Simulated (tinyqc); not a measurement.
Trap density from two Hall measurements.

Inverse problem. p-type body, charge-sheet picture, full ionisation (an idealisation for deep acceptors), Boltzmann statistics for free electrons. e = Ec - EF at the surface. psi = Eg - Vt ln(Nv/Na) - e; N_dep = sqrt(2 eps0 eps_r Na (psi - Vt)/q); n_f = sqrt(N_dep^2 + 2 eps0 eps_r Vt Nc exp(-e/Vt)/q) - N_dep; Vg = Vfb + psi + q (N_dep + n_t + n_f)/Cox, Cox = eps0 eox/tox. Find e and n_t at both points and the mean trap density between them.

Values chosen for this exercise; band and dielectric values close to those of 4H silicon carbide: temperature T = 300 K; band gap Eg = 3.29 eV; relative permittivity eps_r = 9.63; conduction-band density of states at T Nc = 1.68e19 cm^-3; valence-band density of states at T Nv = 2.55e19 cm^-3; relative permittivity of the insulator eox = 3.9; insulator thickness tox = 27 nm; acceptor density Na = 5e16 cm^-3; flat-band voltage without trapped charge Vfb = -2.76 V.

Constants: q = 1.602176634e-19 C, kB = 1.380649e-23 J/K, Vt = kB T/q, eps0 = 8.8541878128e-14 F/cm where lengths are in cm. Results are converted to the units shown.

Vg (V): [1.8690699, 2.2153643]
free sheet density from the Hall effect (cm^-2): [1.0226586e9, 2.9967475e10]

Answer. Each n_f fixes e; what the gate voltage holds beyond psi, N_dep and n_f is trapped; the difference quotient is the density, smeared over a few Vt.

e (eV): [0.1940, 0.1060]
n_t (cm^-2): [1.072e11, 2.657e11]
mean trap density = 1.802e12 cm^-2 eV^-1

tinyqc, about 0.02 s, one thread, Intel Xeon 2.30GHz (shared host): `OMP_NUM_THREADS=1 python tinyqc.py 2222179 2222180 out.jsonl`
